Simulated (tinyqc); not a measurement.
Changing the modulation frequency f: time-domain thermoreflectance: layered heat flow under a modulated pulse train, and what the signal ratio measures. Computed by tinyqc, a small Python program. Command: `OMP_NUM_THREADS=1 python tinyqc.py 3112588 3112589 out.jsonl tdtr sweep`. One thread of a shared host (Intel(R) Xeon(R) Processor @ 2.30GHz), about 0.2 s of CPU time with the checks.

Pulses repeat at 80 MHz; heat is laid down at the surface, all layers are isotropic, and the film is in perfect contact with the substrate.

Inputs (values chosen for the exercise, modelled on aluminium on silicon):
```
quantity                                value        unit
metal thickness d                          72          nm
metal conductivity                        150     W/(m K)
metal heat capacity                      2.42  MJ/(m^3 K)
boundary conductance G under the metal     44  MW/(m^2 K)
film thickness                            130          nm
film conductivity                          14     W/(m K)
film heat capacity                        1.6  MJ/(m^3 K)
substrate conductivity kappa              130     W/(m K)
substrate heat capacity C                1.64  MJ/(m^3 K)
spot radius w (1/e^2, pump and probe)      14  micrometre
delay t                                   220          ps
```

Stack: metal, film, substrate.

Method:
- Penetration depth sqrt(kappa/(pi f C)); effusivity sqrt(kappa C); cooling time of the metal d C_m/G; Kapitza length kappa/G.
- For radial wave number k and angular frequency W each layer has u = sqrt(4 pi^2 k^2 + i W C/kappa) and gamma = kappa u. Surface impedance from below: Z = 1/gamma for the substrate; a layer of thickness L maps Z to (Z + tanh(u L)/gamma)/(1 + gamma Z tanh(u L)); a boundary adds 1/G.
- Response per absorbed watt H(W) = 2 pi int_0^(2/w) Z(k, W) exp(-pi^2 k^2 w^2) k dk by 20 Gauss-Legendre points.
- Signal: X + iY = sum_(m = -M..M) H(2 pi (f + m f_r)) exp(i 2 pi m f_r t) exp(-pi (m/M)^2 x 4), f_r = 80 MHz, M = 4000, with H(-W) the complex conjugate of H(W); V_in = X, V_out = Y, ratio = -V_in/V_out.

One run for each value:
```
modulation frequency f (MHz)  ratio -V_in/V_out  phase of H(2 pi f) (degrees)  penetration depth (micrometre)
0.30                                     4.8771                       -18.937                          9.1709
0.55                                     4.8195                       -20.375                          6.7732
1.00                                     5.0340                       -20.975                          5.0231
1.80                                     5.3829                       -21.264                          3.7440
3.30                                     5.6430                       -22.308                          2.7651
6.00                                     5.5622                       -25.416                          2.0507
11.00                                    5.2298                       -32.048                          1.5145
20.00                                    5.4646                       -42.603                          1.1232
```

Over the rows, ratio -V_in/V_out lies between 4.82 and 5.64 without a single trend; phase of H(2 pi f) (degrees) falls from -18.9 to -42.6 (exponent d ln y / d ln x 0.12 between the first rows and 0.48 between the last); penetration depth (micrometre) falls from 9.17 to 1.12 (exponent d ln y / d ln x about -0.50 throughout).

Extremes, crossings and ranges named in words are read from the listed rows.
